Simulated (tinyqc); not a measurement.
Band bending at a free surface with a continuum of surface states, surface photovoltage and Kelvin probe: two steps of the calculation.

n-type bulk, xi = Ec - EF = Vt ln(Nc/Nd), p0 = ni^2/Nd, ni = sqrt(Nc Nv) exp(-Eg/(2 Vt)), Eg in volts. b is the upward band bending, u = b/Vt. Space charge per area, in units of q: Qc = sign(b) sqrt((2 eps0 eps_r Vt/q) [(Nd + dn)(exp(-u) - 1) + Nd u + (p0 + dn)(exp(u) - 1)]), with dn the excess density under light (flat quasi-Fermi levels; 0 in the dark). The states hold -Ds (E0 - xi - b): negative while the Fermi level lies above the neutrality level. Neutrality: Qc + Qf + (charge of the states) = 0.

Values chosen for this exercise; band and dielectric values close to those of 4H silicon carbide: temperature T = 300 K; band gap Eg = 3.22 eV; relative permittivity eps_r = 9.79; conduction-band density of states at T Nc = 1.69e19 cm^-3; valence-band density of states at T Nv = 2.49e19 cm^-3; electron affinity chi = 3.59 eV; donor density Nd = 1.2e16 cm^-3; fixed positive charge at the surface Qf = 0 cm^-2; work function of the probe tip pt = 4.97 eV; density of surface states Ds = 6.4e12 cm^-2 eV^-1; depth of their neutrality level below the conduction edge E0 = 0.54 eV.

Constants: q = 1.602176634e-19 C, kB = 1.380649e-23 J/K, Vt = kB T/q, eps0 = 8.8541878128e-14 F/cm where lengths are in cm. Results are converted to the units shown.

Question 1. Band bending in the dark. Newton step: b(new) = b - (Qc + Qf - Ds (E0 - xi - b))/(dQc/db + Ds), dQc/db = (eps0 eps_r/q) [Nd (1 - exp(-u)) + p0 exp(u)]/Qc.

b after iteration 1 = 0.32184758 V

Wanted: b after iteration 2.

Answer 1.

b after iteration 2 = 0.3219 V

Question 2. Work function and Kelvin-probe reading. Work function chi + xi + b; contact potential difference CPD = (work function of the sample) - pt. Depth of EF below Ec at the surface: xi + b. Depletion width Qc/Nd.

converged b = 0.32193218 V

Find: xi + b; Qc; Qc/Nd; work function; CPD.

Answer 2.

xi + b = 0.50936 eV
Qc = 1.9607e11 cm^-2
Qc/Nd = 163.40 nm
work function = 4.0994 eV
CPD = -870.64 mV

The Fermi level lies 30.6 meV above the neutrality level.

Program tinyqc, `OMP_NUM_THREADS=1 python tinyqc.py 2430108 2430109 out.jsonl`; Intel Xeon 2.30GHz, shared host, one thread, about 0.01 s.
